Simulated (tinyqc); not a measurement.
MOSFET in saturation, small-signal circuit and noise: effect of the total gate width on speed and noise.

Bias by the inversion coefficient IC = I/Ispec (charge-based model with velocity saturation; weak inversion below 0.1, strong above 10). Common-source circuit: gm, gds, Cgs, Cgd and Cj at the inner nodes, Rg in series with the gate; quasi-static, no source or drain resistance, no gate-body capacitance, no substrate network, no induced gate noise, so fmax is an upper estimate.

Ispec = 2 n mu Cox (W/L) Vt^2, lc = Ls/L, gms = [sqrt((lc IC + 1)^2 + 4 IC) - 1]/[2 + lc (lc IC + 1)], gm = gms Ispec/(n Vt), gds = sg gm. qs = [sqrt(1 + 4 IC) - 1]/2, Cgs = Cox W L qs (2 qs + 3)/(3 (qs + 1)^2) + Cov W, Cgd = Cov W, Cd = Cj W, Rg = Rsh (Wf/L)/(12 Nf) + Rc/W with Nf = W/Wf fingers (not rounded) contacted at both ends. fT = gm/(2 pi (Cgs + Cgd)), fmax = fT/(2 sqrt(Rg (gds + 2 pi fT Cgd))). Channel noise Sid = 4 kB T gam n gm with gam = (1/2 + (2/3) qs)/(1 + qs) + gw lc IC, qs = [sqrt(1 + 4 IC) - 1]/2, lc = Ls/L (the last term an empirical rise with velocity saturation); at the gate, white noise Sw = Sid/gm^2 + 4 kB T Rg. Number fluctuation with correlated mobility: S(f) = K/f, K = q^2 Vt lt Nt/(W L Cox^2) (1 + ac mu Cox I/gm)^2, Vt in eV with Nt per eV. Corner fc = K/Sw. IC is held fixed.

Inputs (values chosen for the exercise): temperature T = 300 K; gate length L = 90 nm; gate capacitance Cox = 0.99 uF/cm^2; mobility mu = 410 cm^2/(V s); slope factor n = 1.45; velocity-saturation length Ls = 10 nm; ratio gds/gm sg = 0.029; overlap and fringe capacitance per side Cov = 0.24 fF/um; drain junction capacitance Cj = 0.57 fF/um; sheet resistance of the gate Rsh = 10 ohm; finger width Wf = 4 um; gate contact and vertical resistance Rc = 200 ohm um; inversion coefficient IC = 7.1; short-channel excess of the noise factor gw = 0.09; oxide trap density Nt = 2.5e17 cm^-3 eV^-1; tunnelling length into the oxide lt = 0.1 nm; Coulomb scattering coefficient ac = 0 V s/C.

Constants: q = 1.602176634e-19 C, kB = 1.380649e-23 J/K, Vt = kB T/q. Results are converted to the units shown.

The same in every row: fT (GHz) = 81.88; fmax (GHz) = 187.0; fc (MHz) = 47.76.

Effect of the total gate width on speed and noise:
```
W (um)   I (uA)  Rg (ohm)  sqrt(Sw) (nV/Hz^0.5)
2         124.1     174.1                 4.437
4.3       266.9     80.96                 3.026
9.3       577.2     37.44                 2.058
20         1241     17.41                 1.403
43         2669     8.096                0.9570
93         5772     3.744                0.6507
200     1.241e4     1.741                0.4437
```

What does the comparison show?

As W goes from 2 to 200 um, fT stays at 81.9 GHz, fmax stays at 187 GHz, the white noise falls from 4.44 to 0.444 nV/Hz^0.5 and the corner stays at 47.8 MHz. Current, gm and capacitances scale with W and Rg with 1/W, so the frequencies stay while both noise powers fall as 1/W.

tinyqc, about 0.01 s, one thread, Intel Xeon 2.30GHz (shared host): `OMP_NUM_THREADS=1 python tinyqc.py 2150149 2150150 out.jsonl`
